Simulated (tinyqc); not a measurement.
Worked calculation (part 1 of 2): RKS/LDA (VWN5) in the 6-311g basis, for H2, spin multiplicity 1. Computed by tinyqc, a small Python program that keeps every step (integrals from PySCF). Settings: charge = 0, multiplicity = 1, basis = 6-311g, energy threshold = 1e-08, iteration cap = 58, orthogonalisation = canonical, start = atomic densities, DIIS depth = 3, method = RKS, functional = lda,vwn, grid = [30, 50]. Command: `OMP_NUM_THREADS=1 python tinyqc.py 23634 23635 out.jsonl` (the two numbers bound the seeds that draw the settings). One thread of a shared host (Intel(R) Xeon(R) Processor @ 2.60GHz), about 0.2 s of CPU time with the checks. Later iterations appear only in the table of the cycle.

## One-electron integrals

Geometry (angstrom):
```
atom       x       y       z
H     0.0000  0.0000  0.0000
H     0.0000  0.0000  1.3650
```

Basis 6-311g: exponents (1/bohr^2) and contraction coefficients of normalised primitives:
```
element  l (shell)  exponent  coefficient
H            s (1)   33.8650       0.0255
H            s (1)    5.0948       0.1904
H            s (1)    1.1588       0.8522
H            s (2)    0.3258       1.0000
H            s (3)    0.1027       1.0000
```

Overlap, kinetic and nuclear-attraction integrals over the contracted functions; the nuclear repulsion is the sum of Za Zb / Rab.

nuclear repulsion = 0.387676 hartree

overlap S:
```
        1H 1s   1H 2s   1H 3s   2H 1s   2H 2s   2H 3s
1H 1s  1.0000  0.7064  0.3737  0.0158  0.1265  0.1988
1H 2s  0.7064  1.0000  0.7890  0.1265  0.3382  0.4692
1H 3s  0.3737  0.7890  1.0000  0.1988  0.4692  0.7105
2H 1s  0.0158  0.1265  0.1988  1.0000  0.7064  0.3737
2H 2s  0.1265  0.3382  0.4692  0.7064  1.0000  0.7890
2H 3s  0.1988  0.4692  0.7105  0.3737  0.7890  1.0000
```

kinetic energy T (hartree):
```
         1H 1s    1H 2s   1H 3s    2H 1s    2H 2s   2H 3s
1H 1s   2.3043   0.5491  0.1063  -0.0458  -0.0143  0.0328
1H 2s   0.5491   0.4888  0.1849  -0.0143   0.0458  0.0719
1H 3s   0.1063   0.1849  0.1541   0.0328   0.0719  0.0845
2H 1s  -0.0458  -0.0143  0.0328   2.3043   0.5491  0.1063
2H 2s  -0.0143   0.0458  0.0719   0.5491   0.4888  0.1849
2H 3s   0.0328   0.0719  0.0845   0.1063   0.1849  0.1541
```

nuclear attraction V (hartree):
```
         1H 1s    1H 2s    1H 3s    2H 1s    2H 2s    2H 3s
1H 1s  -2.4988  -1.3346  -0.6598  -0.0247  -0.2242  -0.3522
1H 2s  -1.3346  -1.2973  -0.8835  -0.2242  -0.4506  -0.5512
1H 3s  -0.6598  -0.8835  -0.8611  -0.3522  -0.5512  -0.6519
2H 1s  -0.0247  -0.2242  -0.3522  -2.4988  -1.3346  -0.6598
2H 2s  -0.2242  -0.4506  -0.5512  -1.3346  -1.2973  -0.8835
2H 3s  -0.3522  -0.5512  -0.6519  -0.6598  -0.8835  -0.8611
```

core Hamiltonian H = T + V (hartree):
```
         1H 1s    1H 2s    1H 3s    2H 1s    2H 2s    2H 3s
1H 1s  -0.1944  -0.7854  -0.5535  -0.0705  -0.2386  -0.3194
1H 2s  -0.7854  -0.8086  -0.6986  -0.2386  -0.4047  -0.4793
1H 3s  -0.5535  -0.6986  -0.7070  -0.3194  -0.4793  -0.5673
2H 1s  -0.0705  -0.2386  -0.3194  -0.1944  -0.7854  -0.5535
2H 2s  -0.2386  -0.4047  -0.4793  -0.7854  -0.8086  -0.6986
2H 3s  -0.3194  -0.4793  -0.5673  -0.5535  -0.6986  -0.7070
```

## Two-electron integrals

Functions are numbered as in S; the eight-fold symmetry (ij|kl) = (ji|kl) = (kl|ij) leaves the list below.

Two-electron integrals (ij|kl) in chemists' order, unique and non-zero (hartree):
```
(11|11) 1.3930     (21|11) 0.8230     (21|21) 0.5097     (22|11) 0.8229
(22|21) 0.5430     (22|22) 0.6441     (31|11) 0.4113     (31|21) 0.2578
(31|22) 0.2799     (31|31) 0.1308     (32|11) 0.5437     (32|21) 0.3658
(32|22) 0.4527     (32|31) 0.1898     (32|32) 0.3251     (33|11) 0.4940
(33|21) 0.3401     (33|22) 0.4460     (33|31) 0.1780     (33|32) 0.3318
(33|33) 0.3617     (41|11) 0.0118     (41|21) 0.0080     (41|22) 0.0099
(41|31) 0.0042     (41|32) 0.0070     (41|33) 0.0070     (41|41) 3.01e-04
(42|11) 0.0618     (42|21) 0.0434     (42|22) 0.0589     (42|31) 0.0228
(42|32) 0.0443     (42|33) 0.0484     (42|41) 0.0018     (42|42) 0.0160
(43|11) 0.0833     (43|21) 0.0587     (43|22) 0.0813     (43|31) 0.0310
(43|32) 0.0622     (43|33) 0.0705     (43|41) 0.0024     (43|42) 0.0236
(43|43) 0.0369     (44|11) 0.3877     (44|21) 0.2737     (44|22) 0.3845
(44|31) 0.1448     (44|32) 0.2979     (44|33) 0.3449     (44|41) 0.0118
(44|42) 0.1328     (44|43) 0.2159     (44|44) 1.3930     (51|11) 0.1328
(51|21) 0.0841     (51|22) 0.0928     (51|31) 0.0428     (51|32) 0.0633
(51|33) 0.0598     (51|41) 0.0018     (51|42) 0.0100     (51|43) 0.0133
(51|44) 0.0618     (51|51) 0.0160     (52|11) 0.2140     (52|21) 0.1455
(52|22) 0.1842     (52|31) 0.0758     (52|32) 0.1337     (52|33) 0.1387
(52|41) 0.0043     (52|42) 0.0301     (52|43) 0.0427     (52|44) 0.2140
(52|51) 0.0301     (52|52) 0.0737     (53|11) 0.2176     (53|21) 0.1509
(53|22) 0.2013     (53|31) 0.0792     (53|32) 0.1512     (53|33) 0.1672
(53|41) 0.0048     (53|42) 0.0388     (53|43) 0.0589     (53|44) 0.3086
(53|51) 0.0315     (53|52) 0.0876     (53|53) 0.1150     (54|11) 0.2737
(54|21) 0.1932     (54|22) 0.2702     (54|31) 0.1021     (54|32) 0.2087
(54|33) 0.2411     (54|41) 0.0080     (54|42) 0.0841     (54|43) 0.1357
(54|44) 0.8230     (54|51) 0.0434     (54|52) 0.1455     (54|53) 0.2085
(54|54) 0.5097     (55|11) 0.3845     (55|21) 0.2702     (55|22) 0.3732
(55|31) 0.1426     (55|32) 0.2864     (55|33) 0.3298     (55|41) 0.0099
(55|42) 0.0928     (55|43) 0.1479     (55|44) 0.8229     (55|51) 0.0589
(55|52) 0.1842     (55|53) 0.2606     (55|54) 0.5430     (55|55) 0.6441
(61|11) 0.2159     (61|21) 0.1357     (61|22) 0.1479     (61|31) 0.0689
(61|32) 0.1005     (61|33) 0.0945     (61|41) 0.0024     (61|42) 0.0133
(61|43) 0.0179     (61|44) 0.0833     (61|51) 0.0236     (61|52) 0.0427
(61|53) 0.0447     (61|54) 0.0587     (61|55) 0.0813     (61|61) 0.0369
(62|11) 0.3086     (62|21) 0.2085     (62|22) 0.2606     (62|31) 0.1083
(62|32) 0.1882     (62|33) 0.1939     (62|41) 0.0048     (62|42) 0.0315
(62|43) 0.0447     (62|44) 0.2176     (62|51) 0.0388     (62|52) 0.0876
(62|53) 0.1017     (62|54) 0.1509     (62|55) 0.2013     (62|61) 0.0589
(62|62) 0.1150     (63|11) 0.3170     (63|21) 0.2193     (63|22) 0.2914
(63|31) 0.1150     (63|32) 0.2188     (63|33) 0.2431     (63|41) 0.0055
(63|42) 0.0418     (63|43) 0.0628     (63|44) 0.3170     (63|51) 0.0418
(63|52) 0.1072     (63|53) 0.1373     (63|54) 0.2193     (63|55) 0.2914
(63|61) 0.0628     (63|62) 0.1373     (63|63) 0.1826     (64|11) 0.1448
(64|21) 0.1021     (64|22) 0.1426     (64|31) 0.0540     (64|32) 0.1100
(64|33) 0.1270     (64|41) 0.0042     (64|42) 0.0428     (64|43) 0.0689
(64|44) 0.4113     (64|51) 0.0228     (64|52) 0.0758     (64|53) 0.1083
(64|54) 0.2578     (64|55) 0.2799     (64|61) 0.0310     (64|62) 0.0792
(64|63) 0.1150     (64|64) 0.1308     (65|11) 0.2979     (65|21) 0.2087
(65|22) 0.2864     (65|31) 0.1100     (65|32) 0.2193     (65|33) 0.2526
(65|41) 0.0070     (65|42) 0.0633     (65|43) 0.1005     (65|44) 0.5437
(65|51) 0.0443     (65|52) 0.1337     (65|53) 0.1882     (65|54) 0.3658
(65|55) 0.4527     (65|61) 0.0622     (65|62) 0.1512     (65|63) 0.2188
(65|64) 0.1898     (65|65) 0.3251     (66|11) 0.3449     (66|21) 0.2411
(66|22) 0.3298     (66|31) 0.1270     (66|32) 0.2526     (66|33) 0.2937
(66|41) 0.0070     (66|42) 0.0598     (66|43) 0.0945     (66|44) 0.4940
(66|51) 0.0484     (66|52) 0.1387     (66|53) 0.1939     (66|54) 0.3401
(66|55) 0.4460     (66|61) 0.0705     (66|62) 0.1672     (66|63) 0.2431
(66|64) 0.1780     (66|65) 0.3318     (66|66) 0.3617
```

## Orthogonalisation

S = U s U^T; canonical form X = U s^(-1/2), so that X^T S X = 1. Each column of U has its largest component positive (the first on a tie).

eigenvalues of S: 0.0657  0.1282  0.3535  0.7046  1.5163  3.2318

X:
```
             1        2        3        4        5       6
1H 1s   0.7540  -0.8506  -0.7180   0.6787   0.4301  0.1600
1H 2s  -1.7866   1.5324   0.5475   0.0844   0.3488  0.2450
1H 3s   1.9632  -0.9107   0.7740  -0.4918   0.1522  0.2628
2H 1s  -0.7540  -0.8506   0.7180   0.6787  -0.4301  0.1600
2H 2s   1.7866   1.5324  -0.5475   0.0844  -0.3488  0.2450
2H 3s  -1.9632  -0.9107  -0.7740  -0.4918  -0.1522  0.2628
```

## Starting guess

The start is atomic minimal-basis densities projected into this basis (PySCF's MINAO start) and scaled to the electron count of each spin; this density is not idempotent, so its energy is not variational and may lie below the converged one.

D at the start:
```
         1H 1s    1H 2s   1H 3s    2H 1s    2H 2s   2H 3s
1H 1s   0.0956   0.1553  0.0986   0.0012  -0.0013  0.0034
1H 2s   0.1553   0.2524  0.1601  -0.0013  -0.0075  0.0021
1H 3s   0.0986   0.1601  0.1017   0.0034   0.0021  0.0057
2H 1s   0.0012  -0.0013  0.0034   0.0956   0.1553  0.0986
2H 2s  -0.0013  -0.0075  0.0021   0.1553   0.2524  0.1601
2H 3s   0.0034   0.0021  0.0057   0.0986   0.1601  0.1017
```

## Iteration 1: exchange-correlation on the grid

Becke grid with 30 radial and 50 angular points per atom, points of zero weight dropped. rho = sum D_ij phi_i phi_j; V_xc,ij = sum w v_xc phi_i phi_j; v_xc is d(rho eps)/d rho.

The 12 grid points with the largest w rho, of 2984 (bohr, atomic units):
```
x              y       z       w     rho   eps_xc     v_xc
-0.9162   0.0000  0.9162  0.0937  0.0300  -0.2744  -0.3578
0.9162    0.0000  0.9162  0.0937  0.0300  -0.2744  -0.3578
0.0000   -0.9162  0.9162  0.0937  0.0300  -0.2744  -0.3578
0.0000    0.9162  0.9162  0.0937  0.0300  -0.2744  -0.3578
0.0000    0.9162  1.6632  0.0937  0.0300  -0.2744  -0.3578
0.0000   -0.9162  1.6632  0.0937  0.0300  -0.2744  -0.3578
0.9162    0.0000  1.6632  0.0937  0.0300  -0.2744  -0.3578
-0.9162   0.0000  1.6632  0.0937  0.0300  -0.2744  -0.3578
0.0000    0.7615  0.7615  0.0628  0.0445  -0.3092  -0.4034
-0.7615   0.0000  0.7615  0.0628  0.0445  -0.3092  -0.4034
0.7615    0.0000  0.7615  0.0628  0.0445  -0.3092  -0.4034
0.0000   -0.7615  0.7615  0.0628  0.0445  -0.3092  -0.4034
```

electrons on the grid, sum of w rho = 2.0001

E_xc = sum of w rho eps_xc = -0.575187 hartree

V_xc (hartree):
```
         1H 1s    1H 2s    1H 3s    2H 1s    2H 2s    2H 3s
1H 1s  -0.5365  -0.3294  -0.1666  -0.0066  -0.0563  -0.0886
1H 2s  -0.3294  -0.3529  -0.2389  -0.0563  -0.1203  -0.1475
1H 3s  -0.1666  -0.2389  -0.2180  -0.0886  -0.1475  -0.1659
2H 1s  -0.0066  -0.0563  -0.0886  -0.5365  -0.3294  -0.1666
2H 2s  -0.0563  -0.1203  -0.1475  -0.3294  -0.3529  -0.2389
2H 3s  -0.0886  -0.1475  -0.1659  -0.1666  -0.2389  -0.2180
```

## Iteration 1: building the Kohn-Sham matrix

J_ij = sum D_kl (ij|kl); F = H + J + V_xc; E = tr D H + tr D J / 2 + E_xc + E_nn.

Coulomb J (hartree):
```
        1H 1s   1H 2s   1H 3s   2H 1s   2H 2s   2H 3s
1H 1s  1.2844  0.8453  0.4365  0.0199  0.1554  0.2362
1H 2s  0.8453  1.0274  0.7411  0.1554  0.3693  0.4626
1H 3s  0.4365  0.7411  0.7736  0.2362  0.4626  0.5812
2H 1s  0.0199  0.1554  0.2362  1.2844  0.8453  0.4365
2H 2s  0.1554  0.3693  0.4626  0.8453  1.0274  0.7411
2H 3s  0.2362  0.4626  0.5812  0.4365  0.7411  0.7736
```

Kohn-Sham matrix F (hartree):
```
         1H 1s    1H 2s    1H 3s    2H 1s    2H 2s    2H 3s
1H 1s   0.5534  -0.2696  -0.2836  -0.0572  -0.1396  -0.1717
1H 2s  -0.2696  -0.1341  -0.1964  -0.1396  -0.1557  -0.1642
1H 3s  -0.2836  -0.1964  -0.1514  -0.1717  -0.1642  -0.1520
2H 1s  -0.0572  -0.1396  -0.1717   0.5534  -0.2696  -0.2836
2H 2s  -0.1396  -0.1557  -0.1642  -0.2696  -0.1341  -0.1964
2H 3s  -0.1717  -0.1642  -0.1520  -0.2836  -0.1964  -0.1514
```

total energy of this density = -0.887542 hartree

This density is the starting one; it is not idempotent, so its energy is not variational and may lie below the converged one.

## Iteration 1: diagonalisation and new density

Diagonalise F' = X^T F X, C = X C', fill 1 alpha and 1 beta electrons from the bottom; D = 2 C_occ C_occ^T. Each column has its largest component positive (the first on a tie).

F' = X^T F X (hartree):
```
         1        2        3        4        5        6
1   1.3273   0.0000  -0.9380   0.0000   0.2596   0.0000
2   0.0000   1.5894   0.0000  -0.9310   0.0000  -0.0308
3  -0.9380   0.0000   1.0417   0.0000  -0.4376   0.0000
4   0.0000  -0.9310   0.0000   0.8803   0.0000   0.0072
5   0.2596   0.0000  -0.4376   0.0000   0.1171   0.0000
6   0.0000  -0.0308   0.0000   0.0072   0.0000  -0.2850
```

orbital energies (hartree): MO1 -0.2855, MO2 -0.0738, MO3 0.2388, MO4 0.3165, MO5 2.2314, MO6 2.2434

coefficients C:
```
          MO1      MO2      MO3      MO4      MO5      MO6
1H 1s  0.1489   0.1520   0.0729  -0.1154  -1.0873  -1.1102
1H 2s  0.2797   0.2858   0.9332  -1.0211   1.2110   1.5776
1H 3s  0.2371   0.7982  -0.9272   1.7081  -0.4739  -0.9599
2H 1s  0.1489  -0.1520   0.0729   0.1154  -1.0873   1.1102
2H 2s  0.2797  -0.2858   0.9332   1.0211   1.2110  -1.5776
2H 3s  0.2371  -0.7982  -0.9272  -1.7081  -0.4739   0.9599
```

D after iteration 1:
```
        1H 1s   1H 2s   1H 3s   2H 1s   2H 2s   2H 3s
1H 1s  0.0444  0.0833  0.0706  0.0444  0.0833  0.0706
1H 2s  0.0833  0.1565  0.1326  0.0833  0.1565  0.1326
1H 3s  0.0706  0.1326  0.1124  0.0706  0.1326  0.1124
2H 1s  0.0444  0.0833  0.0706  0.0444  0.0833  0.0706
2H 2s  0.0833  0.1565  0.1326  0.0833  0.1565  0.1326
2H 3s  0.0706  0.1326  0.1124  0.0706  0.1326  0.1124
```

## Iteration 2: exchange-correlation on the grid

As before.

The 12 grid points with the largest w rho, of 2984 (bohr, atomic units):
```
x              y       z       w     rho   eps_xc     v_xc
0.0000   -1.0929  1.4866  0.1243  0.0296  -0.2733  -0.3563
-1.0929   0.0000  1.4866  0.1243  0.0296  -0.2733  -0.3563
0.0000    1.0929  1.4866  0.1243  0.0296  -0.2733  -0.3563
1.0929    0.0000  1.4866  0.1243  0.0296  -0.2733  -0.3563
0.0000   -1.0929  1.0929  0.1243  0.0296  -0.2733  -0.3563
1.0929    0.0000  1.0929  0.1243  0.0296  -0.2733  -0.3563
-1.0929   0.0000  1.0929  0.1243  0.0296  -0.2733  -0.3563
0.0000    1.0929  1.0929  0.1243  0.0296  -0.2733  -0.3563
0.0000   -0.9162  1.6632  0.0937  0.0388  -0.2966  -0.3869
-0.9162   0.0000  1.6632  0.0937  0.0388  -0.2966  -0.3869
0.9162    0.0000  1.6632  0.0937  0.0388  -0.2966  -0.3869
0.0000    0.9162  1.6632  0.0937  0.0388  -0.2966  -0.3869
```

electrons on the grid, sum of w rho = 2.0001

E_xc = sum of w rho eps_xc = -0.520316 hartree

V_xc (hartree):
```
         1H 1s    1H 2s    1H 3s    2H 1s    2H 2s    2H 3s
1H 1s  -0.4917  -0.3096  -0.1578  -0.0069  -0.0555  -0.0850
1H 2s  -0.3096  -0.3473  -0.2398  -0.0555  -0.1240  -0.1508
1H 3s  -0.1578  -0.2398  -0.2252  -0.0850  -0.1508  -0.1729
2H 1s  -0.0069  -0.0555  -0.0850  -0.4917  -0.3096  -0.1578
2H 2s  -0.0555  -0.1240  -0.1508  -0.3096  -0.3473  -0.2398
2H 3s  -0.0850  -0.1508  -0.1729  -0.1578  -0.2398  -0.2252
```

## Iteration 2: building the Kohn-Sham matrix

As before.

Coulomb J (hartree):
```
        1H 1s   1H 2s   1H 3s   2H 1s   2H 2s   2H 3s
1H 1s  1.2001  0.8010  0.4153  0.0197  0.1507  0.2263
1H 2s  0.8010  0.9953  0.7236  0.1507  0.3647  0.4551
1H 3s  0.4153  0.7236  0.7629  0.2263  0.4551  0.5751
2H 1s  0.0197  0.1507  0.2263  1.2001  0.8010  0.4153
2H 2s  0.1507  0.3647  0.4551  0.8010  0.9953  0.7236
2H 3s  0.2263  0.4551  0.5751  0.4153  0.7236  0.7629
```

Kohn-Sham matrix F (hartree):
```
         1H 1s    1H 2s    1H 3s    2H 1s    2H 2s    2H 3s
1H 1s   0.5140  -0.2941  -0.2960  -0.0577  -0.1434  -0.1781
1H 2s  -0.2941  -0.1606  -0.2147  -0.1434  -0.1641  -0.1750
1H 3s  -0.2960  -0.2147  -0.1693  -0.1781  -0.1750  -0.1651
2H 1s  -0.0577  -0.1434  -0.1781   0.5140  -0.2941  -0.2960
2H 2s  -0.1434  -0.1641  -0.1750  -0.2941  -0.1606  -0.2147
2H 3s  -0.1781  -0.1750  -0.1651  -0.2960  -0.2147  -0.1693
```

total energy of this density = -1.055794 hartree

## Iteration 2: DIIS over 2 matrices

error matrix X^T (FDS - SDF) X:
```
        1        2       3       4       5        6
1  0.0000   0.0000  0.0000  0.0000  0.0000   0.0000
2  0.0000   0.0000  0.0000  0.0005  0.0000   0.0020
3  0.0000   0.0000  0.0000  0.0000  0.0000   0.0000
4  0.0000  -0.0005  0.0000  0.0000  0.0000  -0.0203
5  0.0000   0.0000  0.0000  0.0000  0.0000   0.0000
6  0.0000  -0.0020  0.0000  0.0203  0.0000   0.0000
```

B (overlaps of the stored error matrices):
```
                1               2
1   6.7373132e-02  -4.1804994e-03
2  -4.1804994e-03   8.2972433e-04
```

Minimise |sum c_i e_i|^2 with sum c_i = 1: solve [B -1; -1 0][c; lambda] = [0; -1] with B_ij = tr e_i^T e_j, and take F = sum c_i F_i.

DIIS coefficients: 0.0654  0.9346

extrapolated F (hartree):
```
         1H 1s    1H 2s    1H 3s    2H 1s    2H 2s    2H 3s
1H 1s   0.5166  -0.2925  -0.2952  -0.0576  -0.1431  -0.1777
1H 2s  -0.2925  -0.1589  -0.2135  -0.1431  -0.1635  -0.1743
1H 3s  -0.2952  -0.2135  -0.1681  -0.1777  -0.1743  -0.1643
2H 1s  -0.0576  -0.1431  -0.1777   0.5166  -0.2925  -0.2952
2H 2s  -0.1431  -0.1635  -0.1743  -0.2925  -0.1589  -0.2135
2H 3s  -0.1777  -0.1743  -0.1643  -0.2952  -0.2135  -0.1681
```

## Iteration 2: diagonalisation and new density

As before.

F' = X^T F X (hartree):
```
         1        2        3        4        5        6
1   1.3122   0.0000  -0.9305   0.0000   0.2575   0.0000
2   0.0000   1.5697   0.0000  -0.9214   0.0000  -0.0300
3  -0.9305   0.0000   1.0197   0.0000  -0.4295   0.0000
4   0.0000  -0.9214   0.0000   0.8533   0.0000  -0.0024
5   0.2575   0.0000  -0.4295   0.0000   0.0847   0.0000
6   0.0000  -0.0300   0.0000  -0.0024   0.0000  -0.3089
```

orbital energies (hartree): MO1 -0.3098, MO2 -0.0966, MO3 0.2235, MO4 0.2988, MO5 2.2003, MO6 2.2144

coefficients C:
```
          MO1      MO2      MO3      MO4      MO5      MO6
1H 1s  0.1526   0.1570  -0.0745  -0.1165  -1.0867  -1.1094
1H 2s  0.2894   0.3062  -0.9252  -1.0075   1.2148   1.5825
1H 3s  0.2255   0.7603   0.9287   1.7222  -0.4764  -0.9656
2H 1s  0.1526  -0.1570  -0.0745   0.1165  -1.0867   1.1094
2H 2s  0.2894  -0.3062  -0.9252   1.0075   1.2148  -1.5825
2H 3s  0.2255  -0.7603   0.9287  -1.7222  -0.4764   0.9656
```

D after iteration 2:
```
        1H 1s   1H 2s   1H 3s   2H 1s   2H 2s   2H 3s
1H 1s  0.0466  0.0883  0.0688  0.0466  0.0883  0.0688
1H 2s  0.0883  0.1676  0.1306  0.0883  0.1676  0.1306
1H 3s  0.0688  0.1306  0.1017  0.0688  0.1306  0.1017
2H 1s  0.0466  0.0883  0.0688  0.0466  0.0883  0.0688
2H 2s  0.0883  0.1676  0.1306  0.0883  0.1676  0.1306
2H 3s  0.0688  0.1306  0.1017  0.0688  0.1306  0.1017
```

## Iteration 5 (converged): orbitals

converged F (hartree):
```
         1H 1s    1H 2s    1H 3s    2H 1s    2H 2s    2H 3s
1H 1s   0.5201  -0.2902  -0.2940  -0.0576  -0.1426  -0.1770
1H 2s  -0.2902  -0.1562  -0.2116  -0.1426  -0.1623  -0.1730
1H 3s  -0.2940  -0.2116  -0.1661  -0.1770  -0.1730  -0.1627
2H 1s  -0.0576  -0.1426  -0.1770   0.5201  -0.2902  -0.2940
2H 2s  -0.1426  -0.1623  -0.1730  -0.2902  -0.1562  -0.2116
2H 3s  -0.1770  -0.1730  -0.1627  -0.2940  -0.2116  -0.1661
```

As before.

F' = X^T F X (hartree):
```
         1        2        3        4        5        6
1   1.3139   0.0000  -0.9311   0.0000   0.2577   0.0000
2   0.0000   1.5720   0.0000  -0.9221   0.0000  -0.0298
3  -0.9311   0.0000   1.0218   0.0000  -0.4304   0.0000
4   0.0000  -0.9221   0.0000   0.8560   0.0000  -0.0016
5   0.2577   0.0000  -0.4304   0.0000   0.0877   0.0000
6   0.0000  -0.0298   0.0000  -0.0016   0.0000  -0.3062
```

orbital energies (hartree): MO1 -0.3070, MO2 -0.0945, MO3 0.2254, MO4 0.3007, MO5 2.2034, MO6 2.2172

coefficients C:
```
          MO1      MO2      MO3      MO4      MO5      MO6
1H 1s  0.1524   0.1565  -0.0745  -0.1164  -1.0868  -1.1095
1H 2s  0.2883   0.3046  -0.9258  -1.0087   1.2146   1.5821
1H 3s  0.2268   0.7634   0.9285   1.7211  -0.4763  -0.9651
2H 1s  0.1524  -0.1565  -0.0745   0.1164  -1.0868   1.1095
2H 2s  0.2883  -0.3046  -0.9258   1.0087   1.2146  -1.5821
2H 3s  0.2268  -0.7634   0.9285  -1.7211  -0.4763   0.9651
```

D after iteration 5:
```
        1H 1s   1H 2s   1H 3s   2H 1s   2H 2s   2H 3s
1H 1s  0.0464  0.0879  0.0691  0.0464  0.0879  0.0691
1H 2s  0.0879  0.1662  0.1307  0.0879  0.1662  0.1307
1H 3s  0.0691  0.1307  0.1029  0.0691  0.1307  0.1029
2H 1s  0.0464  0.0879  0.0691  0.0464  0.0879  0.0691
2H 2s  0.0879  0.1662  0.1307  0.0879  0.1662  0.1307
2H 3s  0.0691  0.1307  0.1029  0.0691  0.1307  0.1029
```
